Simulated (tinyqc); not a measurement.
Inversion layer as a triangular well, valleys of the Si type: one step. Valley masses on the (110) face.

Six ellipsoidal valleys with their long axes along the cube axes, mass ml along the axis and mt across it. For a valley whose axis makes the angle theta with the surface normal, 1/m_z = cos^2(theta)/ml + sin^2(theta)/mt sets the confinement; in the plane the masses are m_1 = mt and m_2 = ml mt/m_z, and m_d = sqrt(m_1 m_2).

Values chosen for the exercise (out of a larger set: near those of Si; not measured data):
```
symbol  value  unit  meaning
ml      0.934  m0    longitudinal mass
mt      0.19   m0    transverse mass
face    110          surface
```

Task: Group the valleys by their angle to the normal, heaviest m_z first.

Give: Valleys (masses in m0).

Result:

Valleys (masses in m0):
```
valleys g  cos^2(theta)     m_z     m_1     m_2     m_d
4                0.5000  0.3158  0.1900  0.5620  0.3268
2                0.0000  0.1900  0.1900  0.9340  0.4213
```

The 4 valleys with the heaviest m_z will give the lowest ladder of subbands.

(tinyqc, `OMP_NUM_THREADS=1 python tinyqc.py 1250612 1250613 out.jsonl`, Intel(R) Xeon(R) Processor @ 2.30GHz, 1 thread, shared host, about 0.02 s.)
